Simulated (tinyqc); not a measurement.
Gain factor and gap resistance from two string resistances.

Question. At small bit-line voltage each of the 64 cells has the resistance 1/(K x) at overdrive x (no mobility reduction) in series with a gap resistance Rg. Find K, Rg and the share of the gaps at the higher overdrive.

resistance of a string of 64 equal cells at overdrives of 3 and 7.8 V (kohm): 2489.7939  1296.3207

Answer. The resistance per cell is a straight line in 1/x with slope 1/K and intercept Rg.

K = 11.00 uA/V^2
Rg = 8.600 kohm
share of the gaps = 42.46 %

Numbers from tinyqc (`OMP_NUM_THREADS=1 python tinyqc.py 2142281 2142282 out.jsonl`; about 0.3 s on one thread of a shared Intel Xeon 2.30GHz).
